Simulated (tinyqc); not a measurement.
Lossy interposer transmission line with skin effect: one step of the calculation.

A uniform line in a homogeneous dielectric: c = sqrt(er)/(c0 Z0), l = Z0 sqrt(er)/c0 (c0 = 299792458 m/s), g = w c td, w = 2 pi f. The resistance joins its limits as r = sqrt(r_dc^2 + r_hf^2), with r_dc = rho/(wd th), r_hf = kr rho/(2 delta (wd + th)), delta = sqrt(rho/(pi f mu0)), mu0 = 4 pi 1e-7 H/m; this is an interpolation, and internal inductance, up to 0.05 nH/mm at low frequency, is neglected.

Problem. Line constants. delta, r_dc, r_hf, r, l, c and g as defined.

Inputs (values chosen for the exercise): width of the strip wd = 3.4 um; thickness of the strip th = 0.69 um; resistivity rho = 2.2 uohm cm; relative permittivity er = 3.5; loss tangent td = 0; lossless impedance sqrt(l/c) Z0 = 50 ohm; factor for crowding and the return path kr = 2; frequency f = 3.4 GHz.

Give: delta; r_dc; r_hf; r; l; c; g.

Solution.

delta = 1.280 um
r_dc = 9.378 ohm/mm
r_hf = 4.202 ohm/mm
r = 10.28 ohm/mm
l = 0.3120 nH/mm
c = 124.8 pF/m
g = 0 S/m

r is 1.10 times r_dc; the skin depth is 1.86 of the thickness.

Program tinyqc, `OMP_NUM_THREADS=1 python tinyqc.py 2810190 2810191 out.jsonl`; Intel Xeon 2.30GHz, shared host, one thread, about 0.01 s.
